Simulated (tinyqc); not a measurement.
Which face: thin-body film or fin with hard walls, valleys of the Si type.

Six ellipsoidal valleys with their long axes along the cube axes, mass ml along the axis and mt across it. For a valley whose axis makes the angle theta with the surface normal, 1/m_z = cos^2(theta)/ml + sin^2(theta)/mt sets the confinement; in the plane the masses are m_1 = mt and m_2 = ml mt/m_z, and m_d = sqrt(m_1 m_2).

A film of thickness t between hard walls, flat band inside: E_n = c (n pi/t)^2/m_z above the bulk edge, c = hbar^2/2m0. Without degeneracy the sheet density is N2 exp((EF - Ec)/kB T) with N2 = sum_i g m_d/(2 pi c) kB T exp(-E_i/kB T) over n = 1 to 40 of each group; a classical film has t Nc with Nc = 2 g_all (m_dos kB T/(4 pi c))^(3/2), m_dos = (ml mt^2)^(1/3). The threshold shift is dVt = kB T ln(t Nc/N2).

Constants: hbar^2/2m0 = 3.80998211 eV angstrom^2; kB = 8.617333262e-05 eV/K.

Inputs chosen for the exercise (near those of Si; the results hold for these values, not for the real material): ml = 0.914 m0 (longitudinal mass); mt = 0.193 m0 (transverse mass); T = 300 K (temperature); t = 74 angstrom (body thickness); g_all = 6 (number of valleys).

The same thickness on four faces; m_1 and m_2 are the in-plane masses of the lowest group.

Results:

| face | valleys of lowest | m_z | E1 (eV) | share (%) | dVt (mV) | m_1 | m_2 |
|---|---|---|---|---|---|---|---|
| (100) | 2 | 0.9140 | 0.0075 | 50.6 | 20.2 | 0.193 | 0.193 |
| (110) | 4 | 0.3187 | 0.0215 | 74.1 | 21.4 | 0.193 | 0.553 |
| (111) | 6 | 0.2619 | 0.0262 | 100.0 | 21.7 | 0.193 | 0.674 |
| (211) | 2 | 0.4071 | 0.0169 | 41.5 | 21.4 | 0.193 | 0.433 |

The threshold shift is smallest on (100) (20.2 mV) and largest on (111) (21.7 mV). The lowest E1 belongs to (100), the same face: the heavy m_z outweighs the smaller number of valleys. Since m_z m_1 m_2 = ml mt^2 on every face, a heavy confinement mass comes with light masses in the plane.

Run: tinyqc, `OMP_NUM_THREADS=1 python tinyqc.py 1282309 1282310 out.jsonl`; Intel(R) Xeon(R) Processor @ 2.30GHz, one thread, shared host; about 0.01 s of CPU time with all checks.
